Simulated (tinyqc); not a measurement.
Inside a calculation. Method: coherent transport through a tight-binding region between two chains. Computed by tinyqc, a small Python program that keeps every step. Settings: temperature = 300, mu = -0.09. Command: `OMP_NUM_THREADS=1 python tinyqc.py 26857 26858 out.jsonl` (the two numbers bound the seeds that draw the settings). One thread of a shared host (Intel(R) Xeon(R) Processor @ 2.60GHz), about 0.09 s of CPU time with the checks.

## Transmission at E = 0.06 eV

H of the central region (eV):
```
           1          2          3
1   0.000000  -0.820000   0.000000
2  -0.820000   0.000000  -2.280000
3   0.000000  -2.280000   0.000000
```

Leads: semi-infinite chains with site energy 0:
```
parameter                           value
lead hopping t (eV)              2.260000
coupling to the left lead (eV)   1.480000
coupling to the right lead (eV)  1.300000
left contact site                       1
right contact site                      3
```

E = 0.060000 eV

Surface Green function g = (E - i sqrt(4 t^2 - E^2)) / (2 t^2); self-energy tc^2 g on each contact site; G = (E - H - Sigma)^(-1); Gamma = -2 Im Sigma; T = Gamma_L Gamma_R |G_LR|^2; local density of states -Im G_ii / pi.

g = 0.005874-0.442439i 1/eV

G (1/eV):
```
                     1                    2                    3
1   0.046338-0.935846i   0.110818-0.000971i  -0.019582+0.336602i
2   0.110818-0.000971i  -0.007517-0.130915i   0.398939+0.003794i
3  -0.019582+0.336602i   0.398939+0.003794i  -0.003456-0.121158i
```

local density of states (1/eV): 0.297889  0.041671  0.038566

transmission = 0.329516

## Transmission across the band

The same steps on a grid of energies.

T(E):
```
E (eV)              T
-4.29400000  0.000948
-3.86460000  0.006349
-3.43520000  0.030125
-3.00580000  0.162332
-2.57640000  0.508934
-2.14700000  0.347084
-1.71760000  0.251596
-1.28820000  0.237858
-0.85880000  0.263722
-0.42940000  0.306788
0.00000000   0.330032
0.42940000   0.306788
0.85880000   0.263722
1.28820000   0.237858
1.71760000   0.251596
2.14700000   0.347084
2.57640000   0.508934
3.00580000   0.162332
3.43520000   0.030125
3.86460000   0.006349
4.29400000   0.000948
```

levels of the isolated region (eV): -2.422973  0.000000  2.422973

## Current

I = (2e/h) int T(E) [f(E - mu - V/2) - f(E - mu + V/2)] dE at 300 K with mu = -0.09 eV, the bias not changing H; 2e^2/h = 77.48092 microsiemens; the integral runs over the band on 4001 points.

Current:
```
V (volt)  I (microampere)
0.010000         0.254580
0.050000         1.272796
0.100000         2.544928
0.200000         5.084567
0.400000        10.127486
0.800000        19.941553
```
